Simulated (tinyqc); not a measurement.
Inside a calculation. Method: Pariser-Parr-Pople SCF with singles CI, for the molecule Nc1ccc(N)cc(=O)c1 (SMILES; centres numbered as the heavy atoms are written). Computed by tinyqc, a small Python program that keeps every step. Settings: charge = 0, gamma = Ohno, start = core, damping = 0.5, iteration cap = 55, excitations kept = 6. Command: `OMP_NUM_THREADS=1 python tinyqc.py 25224 25225 out.jsonl` (the two numbers bound the seeds that draw the settings). One thread of a shared host (Intel(R) Xeon(R) Processor @ 2.60GHz), about 0.01 s of CPU time with the checks. Later iterations appear only in the table of the cycle.

## PPP integrals

Centres (angstrom, eV; a flat drawing with bonds scaled to 1.40 angstrom):

| centre | x | y | core charge z | W | gamma_rr |
|---|---|---|---|---|---|
| 1N | -2.938000 | -0.838000 | 2 | 25.600000 | 16.800000 |
| 2C | -1.573000 | -0.526000 | 1 | 11.160000 | 11.130000 |
| 3C | -0.700000 | -1.621000 | 1 | 11.160000 | 11.130000 |
| 4C | 0.700000 | -1.621000 | 1 | 11.160000 | 11.130000 |
| 5C | 1.573000 | -0.526000 | 1 | 11.160000 | 11.130000 |
| 6N | 2.938000 | -0.838000 | 2 | 25.600000 | 16.800000 |
| 7C | 1.261000 | 0.839000 | 1 | 11.160000 | 11.130000 |
| 8C | 0.000000 | 1.446000 | 1 | 11.160000 | 11.130000 |
| 9O | 0.000000 | 2.846000 | 1 | 17.700000 | 15.200000 |
| 10C | -1.261000 | 0.839000 | 1 | 11.160000 | 11.130000 |

Resonance integrals (eV):

| i | j | beta |
|---|---|---|
| 1 | 2 | -2.240000 |
| 2 | 3 | -2.390000 |
| 3 | 4 | -2.390000 |
| 4 | 5 | -2.390000 |
| 5 | 6 | -2.240000 |
| 5 | 7 | -2.390000 |
| 7 | 8 | -2.390000 |
| 8 | 9 | -2.510000 |
| 8 | 10 | -2.390000 |
| 10 | 2 | -2.390000 |

Ohno: gamma = 14.399645/sqrt(R^2 + a^2), a = 2 x 14.399645/(gamma_rr + gamma_ss); H_rr = -W_r - sum_(s != r) z_s gamma_rs; H_rs = beta for bonds.

repulsion gamma_rs (eV):
```
            1N         2C         3C         4C         5C         6N         7C         8C
1N   16.800000   8.280876   5.569327   3.729008   3.104808   2.424924   3.104991   3.728962
2C    8.280876  11.130000   7.552663   5.078555   4.233148   3.104808   4.233612   5.079327
3C    5.569327   7.552663  11.130000   7.553862   5.078555   3.729008   4.233184   4.233299
4C    3.729008   5.078555   7.553862  11.130000   7.552663   5.569327   5.078313   4.233299
5C    3.104808   4.233148   5.078555   7.552663  11.130000   8.280876   7.553271   5.079327
6N    2.424924   3.104808   3.729008   5.569327   8.280876  16.800000   5.568109   3.728962
7C    3.104991   4.233612   4.233184   5.078313   7.553271   5.568109  11.130000   7.555349
8C    3.728962   5.079327   4.233299   4.233299   5.079327   3.728962   7.555349  11.130000
9O    3.001642   3.712893   3.095413   3.095413   3.712893   3.001642   5.516122   8.105103
10C   5.568109   7.553271   5.078313   4.233184   4.233612   3.104991   5.080158   7.555349

            9O        10C
1N    3.001642   5.568109
2C    3.712893   7.553271
3C    3.095413   5.078313
4C    3.095413   4.233184
5C    3.712893   4.233612
6N    3.001642   3.104991
7C    5.516122   5.080158
8C    8.105103   7.555349
9O   15.200000   5.516122
10C   5.516122  11.130000
```

core matrix H (eV):
```
             1N          2C          3C          4C          5C          6N          7C          8C
1N   -66.537572   -2.240000    0.000000    0.000000    0.000000    0.000000    0.000000    0.000000
2C    -2.240000  -71.374837   -2.390000    0.000000    0.000000    0.000000    0.000000    0.000000
3C     0.000000   -2.390000  -66.581960   -2.390000    0.000000    0.000000    0.000000    0.000000
4C     0.000000    0.000000   -2.390000  -66.581960   -2.390000    0.000000    0.000000    0.000000
5C     0.000000    0.000000    0.000000   -2.390000  -71.374837   -2.240000   -2.390000    0.000000
6N     0.000000    0.000000    0.000000    0.000000   -2.240000  -66.537572    0.000000    0.000000
7C     0.000000    0.000000    0.000000    0.000000   -2.390000    0.000000  -67.756208   -2.390000
8C     0.000000    0.000000    0.000000    0.000000    0.000000    0.000000   -2.390000  -67.916901
9O     0.000000    0.000000    0.000000    0.000000    0.000000    0.000000    0.000000   -2.510000
10C    0.000000   -2.390000    0.000000    0.000000    0.000000    0.000000    0.000000   -2.390000

             9O         10C
1N     0.000000    0.000000
2C     0.000000   -2.390000
3C     0.000000    0.000000
4C     0.000000    0.000000
5C     0.000000    0.000000
6N     0.000000    0.000000
7C     0.000000    0.000000
8C    -2.510000   -2.390000
9O   -62.460527    0.000000
10C    0.000000  -67.756208
```

## Starting guess

pi electrons, sum of z_r less the charge = 12

Orbitals of the core matrix H.

P at the start:
```
            1N         2C         3C         4C         5C         6N         7C         8C
1N    1.113657   0.499669   0.024390  -0.215776  -0.131172   0.504281   0.046542   0.200881
2C    0.499669   1.600537   0.303386  -0.118209   0.040449  -0.131172   0.099697  -0.219155
3C    0.024390   0.303386   1.015836   0.888197  -0.118209  -0.215776  -0.105073   0.104758
4C   -0.215776  -0.118209   0.888197   1.015836   0.303386   0.024390  -0.164773   0.104758
5C   -0.131172   0.040449  -0.118209   0.303386   1.600537   0.499669   0.432261  -0.219155
6N    0.504281  -0.131172  -0.215776   0.024390   0.499669   1.113657  -0.579376   0.200881
7C    0.046542   0.099697  -0.105073  -0.164773   0.432261  -0.579376   1.434695   0.407451
8C    0.200881  -0.219155   0.104758   0.104758  -0.219155   0.200881   0.407451   1.430260
9O    0.201389  -0.141455   0.092302   0.092302  -0.141455   0.201389   0.016394   0.533039
10C  -0.579376   0.432261  -0.164773  -0.105073   0.099697   0.046542  -0.268202   0.407451

            9O        10C
1N    0.201389  -0.579376
2C   -0.141455   0.432261
3C    0.092302  -0.164773
4C    0.092302  -0.105073
5C   -0.141455   0.099697
6N    0.201389   0.046542
7C    0.016394  -0.268202
8C    0.533039   0.407451
9O    0.240290   0.016394
10C   0.016394   1.434695
```

## Iteration 1: Fock matrix

F_rr = H_rr + P_rr gamma_rr / 2 + sum_(s != r) P_ss gamma_rs; F_rs = H_rs - P_rs gamma_rs / 2; E = tr P (H + F) / 2 + core repulsion sum_(r<s) z_r z_s gamma_rs.

F (eV):
```
            1N         2C         3C         4C         5C         6N         7C         8C
1N   -8.315623  -4.308847  -0.067917   0.402316   0.203632  -0.611422  -0.072256  -0.374539
2C   -4.308847  -5.114036  -3.535686   0.300165  -0.085613   0.203632  -0.211040   0.556580
3C   -0.067917  -3.535686  -2.525786  -5.744659   0.300165   0.402316   0.222398  -0.221735
4C    0.402316   0.300165  -5.744659  -2.525786  -3.535686  -0.067917   0.418385  -0.221735
5C    0.203632  -0.085613   0.300165  -3.535686  -5.114036  -4.308847  -4.022493   0.556580
6N   -0.611422   0.203632   0.402316  -0.067917  -4.308847  -8.315623   1.613014  -0.374539
7C   -0.072256  -0.211040   0.222398   0.418385  -4.022493   1.613014  -2.368918  -3.929219
8C   -0.374539   0.556580  -0.221735  -0.221735   0.556580  -0.374539  -3.929219  -3.165141
9O   -0.302248   0.262604  -0.142857  -0.142857   0.262604  -0.302248  -0.045216  -4.670168
10C   1.613014  -4.022493   0.418385   0.222398  -0.211040  -0.072256   0.681255  -3.929219

            9O        10C
1N   -0.302248   1.613014
2C    0.262604  -4.022493
3C   -0.142857   0.418385
4C   -0.142857   0.222398
5C    0.262604  -0.211040
6N   -0.302248  -0.072256
7C   -0.045216   0.681255
8C   -4.670168  -3.929219
9O   -8.354307  -0.045216
10C  -0.045216  -2.368918
```

pi energy = -166.517378 eV

## Iteration 1: orbitals and new P

Diagonalise F (the basis is taken as orthonormal) and form P = 2 sum c c over the lowest orbitals; 0.5 of the old P is kept.

orbital energies (eV): -12.791709  -11.749835  -11.696458  -8.948148  -6.692947  -6.518604  -1.386932  0.313658  5.390859  5.911946

P after iteration 1:
```
            1N         2C         3C         4C         5C         6N         7C         8C
1N    1.393613   0.502147  -0.011350  -0.199850  -0.055284   0.273404   0.094212   0.052076
2C    0.502147   1.360024   0.345162  -0.040105  -0.027020  -0.055284   0.009386  -0.041840
3C   -0.011350   0.345162   0.985549   0.871580  -0.040105  -0.199850  -0.162758  -0.003051
4C   -0.199850  -0.040105   0.871580   0.985549   0.345162  -0.011350  -0.080742  -0.003051
5C   -0.055284  -0.027020  -0.040105   0.345162   1.360024   0.502147   0.562375  -0.041840
6N    0.273404  -0.055284  -0.199850  -0.011350   0.502147   1.393613  -0.514037   0.052076
7C    0.094212   0.009386  -0.162758  -0.080742   0.562375  -0.514037   1.251610   0.441317
8C    0.052076  -0.041840  -0.003051  -0.003051  -0.041840   0.052076   0.441317   1.108703
9O    0.175800  -0.199286   0.114946   0.114946  -0.199286   0.175800  -0.049155   0.591749
10C  -0.514037   0.562375  -0.080742  -0.162758   0.009386   0.094212  -0.127168   0.441317

            9O        10C
1N    0.175800  -0.514037
2C   -0.199286   0.562375
3C    0.114946  -0.080742
4C    0.114946  -0.162758
5C   -0.199286   0.009386
6N    0.175800   0.094212
7C   -0.049155  -0.127168
8C    0.591749   0.441317
9O    0.909706  -0.049155
10C  -0.049155   1.251610
```

## Iteration 2: Fock matrix

As before.

F (eV):
```
            1N         2C         3C         4C         5C         6N         7C         8C
1N   -9.082792  -4.319108   0.031605   0.372621   0.085822  -0.331491  -0.146264  -0.097094
2C   -4.319108  -5.971518  -3.693448   0.101837   0.057190   0.085822  -0.019868   0.106260
3C    0.031605  -3.693448  -4.351894  -5.681897   0.101837   0.372621   0.344492   0.006457
4C    0.372621   0.101837  -5.681897  -4.351894  -3.693448   0.031605   0.205016   0.006457
5C    0.085822   0.057190   0.101837  -3.693448  -5.971518  -4.319108  -4.513885   0.106260
6N   -0.331491   0.085822   0.372621   0.031605  -4.319108  -9.082792   1.431108  -0.097094
7C   -0.146264  -0.019868   0.344492   0.205016  -4.513885   1.431108  -3.743615  -4.057152
8C   -0.097094   0.106260   0.006457   0.006457   0.106260  -0.097094  -4.057152  -2.907290
9O   -0.263844   0.369964  -0.177903  -0.177903   0.369964  -0.263844   0.135572  -4.908093
10C   1.431108  -4.513885   0.205016   0.344492  -0.019868  -0.146264   0.323016  -4.057152

            9O        10C
1N   -0.263844   1.431108
2C    0.369964  -4.513885
3C   -0.177903   0.205016
4C   -0.177903   0.344492
5C    0.369964  -0.019868
6N   -0.263844  -0.146264
7C    0.135572   0.323016
8C   -4.908093  -4.057152
9O   -8.185681   0.135572
10C   0.135572  -3.743615
```

pi energy = -174.431259 eV

## Iteration 2: orbitals and new P

As before.

orbital energies (eV): -13.979840  -12.895261  -12.071051  -10.177549  -7.942658  -7.924411  -0.767163  -0.530616  3.851898  5.044043

P after iteration 2:
```
            1N         2C         3C         4C         5C         6N         7C         8C
1N    1.547813   0.499228  -0.036201  -0.179933  -0.007247   0.142054   0.108917  -0.024744
2C    0.499228   1.223827   0.366916  -0.008894  -0.062794  -0.007247  -0.035125   0.042374
3C   -0.036201   0.366916   0.978622   0.864489  -0.008894  -0.179933  -0.201712  -0.051418
4C   -0.179933  -0.008894   0.864489   0.978622   0.366916  -0.036201  -0.026990  -0.051418
5C   -0.007247  -0.062794  -0.008894   0.366916   1.223827   0.499228   0.636217   0.042374
6N    0.142054  -0.007247  -0.179933  -0.036201   0.499228   1.547813  -0.471251  -0.024744
7C    0.108917  -0.035125  -0.201712  -0.026990   0.636217  -0.471251   1.162145   0.448923
8C   -0.024744   0.042374  -0.051418  -0.051418   0.042374  -0.024744   0.448923   0.928056
9O    0.159602  -0.218499   0.117842   0.117842  -0.218499   0.159602  -0.083982   0.630077
10C  -0.471251   0.636217  -0.026990  -0.201712  -0.035125   0.108917  -0.031343   0.448923

            9O        10C
1N    0.159602  -0.471251
2C   -0.218499   0.636217
3C    0.117842  -0.026990
4C    0.117842  -0.201712
5C   -0.218499  -0.035125
6N    0.159602   0.108917
7C   -0.083982  -0.031343
8C    0.630077   0.448923
9O    1.247131  -0.083982
10C  -0.083982   1.162145
```

## Convergence

Stop when output and input P, before any damping, agree to 1e-7.

Course of the cycle:

| iteration | E (eV) | largest \|P(out) - P(in)\| |
|---|---|---|
| 1 | -166.51737789 | 1.34e+00 |
| 2 | -174.43125924 | 6.75e-01 |
| 3 | -178.84517728 | 3.43e-01 |
| 4 | -181.22604921 | 1.75e-01 |
| 5 | -182.48924729 | 8.92e-02 |
| 6 | -183.15397586 | 4.58e-02 |
| 7 | -183.50242393 | 2.90e-02 |
| 8 | -183.68482380 | 2.09e-02 |
| 9 | -183.78032312 | 1.53e-02 |
| 10 | -183.83039616 | 1.14e-02 |
| 11 | -183.85671890 | 8.60e-03 |
| ... | ... | ... |
| 45 | -183.88666379 | 7.06e-06 |
| 46 | -183.88666379 | 5.83e-06 |
| 47 | -183.88666379 | 4.82e-06 |
| 48 | -183.88666379 | 3.98e-06 |
| 49 | -183.88666379 | 3.29e-06 |
| 50 | -183.88666379 | 2.71e-06 |
| 51 | -183.88666379 | 2.24e-06 |
| 52 | -183.88666379 | 1.85e-06 |
| 53 | -183.88666379 | 1.53e-06 |
| 54 | -183.88666379 | 1.26e-06 |
| 55 | -183.88666379 | 1.04e-06 |

Not converged within 55 iterations: the residual falls steadily but slowly, by a factor of about 0.83 a step. Reruns (cap 100 unless said): damping 0: converged in 31 (E = -183.88666); the original settings with a cap of 400: converged in 68 (E = -183.88666).
